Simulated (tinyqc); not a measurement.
Inside a calculation. Model: Bloch-Grueneisen resistivity of a metal. Computed by tinyqc, a small Python program that keeps every step. Command: `OMP_NUM_THREADS=1 python tinyqc.py 3007818 3007819 out.jsonl bg walk`. One thread of a shared host (Intel(R) Xeon(R) Processor @ 2.30GHz), about 0.01 s of CPU time with the checks. Intermediate numbers are printed to about 6 digits and carried at full precision; extremes and crossings named in words are read from the listed rows.

Electrons scatter from a Debye spectrum of phonons (n = 5 for scattering within one band, n = 3 for scattering into a second, heavy band) and from static defects.

Inputs (values chosen for the exercise, modelled on copper): exponent n = 5; Debye temperature Theta = 348 K; transport coupling lambda_tr = 0.12; Drude plasma energy hbar w_p = 8.5 eV; residual resistivity rho_0 = 0.041 microohm cm; temperature T = 120 K.

Addition: none.

Constants: k_B = 1.380649e-23 J/K; hbar = 1.054571817e-34 J s; eps_0 = 8.8541878128e-12 F/m; hbar = 6.582119569e-16 eV s; k_B = 8.617333262e-05 eV/K.

## Scale of the phonon resistivity

rho_ph = (n - 1) rho_1 (T/Theta)^n J_n(Theta/T), with rho_1 = 2 pi lambda_tr k_B Theta/(hbar eps_0 w_p^2), the high-temperature line at T = Theta.

rho_1 = 2.32644 microohm cm

## The integral and the phonon part

J_n(y) = int_0^y x^n e^x/(e^x - 1)^2 dx, by 96 Gauss-Legendre points (upper limit at most 60).

Theta/T = 2.9

J_n = 11.4685

phonon resistivity rho_ph = 0.520320 microohm cm

This is 64.9 % of the straight line rho_1 T/Theta.

## Total resistivity and derived numbers

Matthiessen's rule: rho = rho_0 + rho_ph. Temperature coefficient (1/rho) d rho/dT by a central difference of +/- 0.5 K; residual ratio rho(295 K)/rho(4.2 K); scattering time tau = 1/(eps_0 w_p^2 rho); Wiedemann-Franz kappa = L_0 T/rho, L_0 = (pi^2/3)(k_B/e)^2.

resistivity rho = 0.561320 microohm cm

temperature coefficient = 13.9366 1e-3/K

residual resistance ratio = 45.5675

scattering time = 120.652 fs

Wiedemann-Franz conductivity = 522.270 W/(m K)

The coefficient is 1.67 times 1/T; it exceeds 1/T because the phonon part, extended linearly, meets zero above T = 0. Caution: below about Theta/2 small-angle phonon scattering degrades heat flow more than charge flow, so a thermal conductivity taken from rho by the Wiedemann-Franz law would be too high.

## Limits of the phonon part

Low T: (n - 1) n! zeta(n) rho_1 (T/Theta)^n. High T: rho_1 (T/Theta) [1 - (n - 1)/(12 (n + 1)) (Theta/T)^2].

Resistivities (microohm cm):
```
T (K)       rho_ph    low-T law  straight line  line with correction  total rho
10     2.26875e-05  2.26875e-05        0.06685                     -    0.04102
17     3.22114e-04  3.22130e-04        0.11365                     -    0.04132
28     3.84618e-03  3.90460e-03        0.18719                     -    0.04485
42     2.48904e-02  2.96505e-02        0.28078                     -    0.06589
70     1.52158e-01  3.81308e-01        0.46796                     -    0.19316
120    5.20320e-01  5.64537e+00        0.80222               0.42741    0.56132
170    9.08555e-01  3.22130e+01        1.13648               0.87190    0.94956
280    1.72008e+00  3.90460e+02        1.87185               1.71122    1.76108
420    2.70338e+00  2.96505e+03        2.80778               2.70069    2.74438
700    4.61596e+00  3.81308e+04        4.67963               4.61537    4.65696
```

The low-T law holds to 10 % up to 28 K, the straight line from 280 K on. The local exponent of rho_ph falls from 5.00 to 1.05. Phonons overtake the residual resistivity between 42.0 and 70.0 K.

Checks made by the program: J_n at large argument against n! zeta(n) (relative difference below 1e-10).
